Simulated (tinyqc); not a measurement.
From line density n back to equivalent oxide thickness t: ballistic transport through the one-dimensional subbands of a rectangular nanowire or nanosheet channel. Computed by tinyqc, a small Python program. Command: `OMP_NUM_THREADS=1 python tinyqc.py 3009623 3009624 out.jsonl wire inv`. One thread of a shared host (Intel(R) Xeon(R) Processor @ 2.30GHz), about 0.08 s of CPU time with the checks.

Hard walls, parabolic subbands, transport along x. Energies are counted from the bulk conduction band edge at the top of the barrier, which the gate pulls down by U; the source Fermi level lies at the bulk edge when U = 0.

Inputs (values chosen for the exercise, modelled on silicon): light mass m_t = 0.19 m_0; heavy mass m_l = 0.91 m_0; height a = 3.3 nm; width b = 3.8 nm; gate voltage above flat band V_G = 0.93 V; drain voltage V_D = 0.05 V; temperature T = 300 K.

Valleys: silicon [100] wire.

Constants: hbar^2/(2 m_0) = 3.80998212 eV angstrom^2; k_B = 8.617333262e-05 eV/K; m_0 = 9.1093837015e-31 kg; k_B = 1.380649e-23 J/K; hbar = 1.054571817e-34 J s; eps_0 = 8.8541878128e-12 F/m; e = 1.602176634e-19 C; h = 6.62607015e-34 J s.

Method:
- E_pq = (hbar^2 pi^2/2)(p^2/(m_y b^2) + q^2/(m_z a^2)); valley pairs: (m_x, m_y, m_z) = (m_t, m_t, m_l), (m_t, m_l, m_t), (m_l, m_t, m_t), each with degeneracy g = 2; the 10 lowest subbands are kept.
- F_j(eta) = (1/Gamma(j + 1)) int_0^infinity x^j/(1 + exp(x - eta)) dx, F_0 = ln(1 + exp(eta)). Integrals over x = E/(k_B T) use 160 Gauss-Legendre points in u = sqrt(x) from 0 to sqrt(max(eta, 0) + 32).
- With degeneracy g = 2, eta_i = (U - E_i)/(k_B T) and u = e V_D/(k_B T): line density n = sum_i g sqrt(2 m_x k_B T/pi)/(2 hbar) [F_-1/2(eta_i) + F_-1/2(eta_i - u)]; gate: e n = C_ox (V_G - U/e), C_ox = 3.9 eps_0 2 (a + b)/t (flat-plate estimate); I = (2 e k_B T/h) sum_i g [F_0(eta_i) - F_0(eta_i - u)].

Task: A run gave the result below. Find the equivalent oxide thickness t, known to lie between 1.3 and 2.1 nm.

line density n = 1.343413 1/nm

Result:

Each step takes the trial c = (a f_b - b f_a)/(f_b - f_a), f being the result less the target and a, b, c the logarithms of the listed values; c replaces end b, the old b replaces a if the sign of f changed, and otherwise f_a is halved.

Scan of the range:
```
equivalent oxide thickness t (nm)  line density n (1/nm)
1.30                                             1.53767
1.41                                             1.42920
1.53                                             1.32751
1.65                                             1.23969
1.79                                             1.15121
1.94                                             1.06973
2.10                                             0.99489
```

False position (Illinois rule, in the logarithm of the input) inside the bracket:
```
step    end a    end b    trial  line density n (1/nm)
1     1.41000  1.53000  1.51058                1.34294
2     1.41000  1.51058  1.50946                1.34385
3     1.51058  1.50946  1.51000                1.34341
4     1.50946  1.51000  1.51000                1.34341
```

Line density n falls at every point of a 13-point scan of the range (every second point is shown), so one value fits; it is bracketed by 1.41 and 1.53. Answer: equivalent oxide thickness t = 1.510 nm.
